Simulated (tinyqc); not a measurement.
From results back to parameters: six-band k.p model of the valence band of a wurtzite crystal. Four cases, with inputs chosen for the exercise.

Problem. In the quasi-cubic model the splittings of an unstrained wurtzite crystal obey (E1 - E2) + (E1 - E3) = Dcr + Dso and (E1 - E2)(E1 - E3) = (2/3) Dcr Dso. The two splittings are given, and it is known that Dcr < Dso.

Find: sum; product; Dcr; Dso.

Method. Dcr and Dso are the roots of t^2 - S t + (3/2) P = 0; the energies alone cannot tell which is which, since the formulas are symmetric in the two.

Case 1.

E1 - E2, E1 - E3 (meV): 28.4927  448.6073

Solution.

sum = 477.10 meV
product = 12782.0 meV^2
Dcr = 44.3 meV
Dso = 432.8 meV

Case 2.

E1 - E2, E1 - E3 (meV): 14.6705  79.0295

Solution.

sum = 93.70 meV
product = 1159.4 meV^2
Dcr = 25.5 meV
Dso = 68.2 meV

Case 3.

E1 - E2, E1 - E3 (meV): 13.4447  72.0553

Solution.

sum = 85.50 meV
product = 968.8 meV^2
Dcr = 23.4 meV
Dso = 62.1 meV

Case 4.

E1 - E2, E1 - E3 (meV): 12.6556  72.2444

Solution.

sum = 84.90 meV
product = 914.3 meV^2
Dcr = 21.7 meV
Dso = 63.2 meV

Computed by tinyqc, one run a case: `OMP_NUM_THREADS=1 python tinyqc.py N N+1 out.jsonl` with N = 1080826, 1080828, 1080958, 1080976; one thread of a shared Intel(R) Xeon(R) Processor @ 2.30GHz, about 0.01 s a run at most.
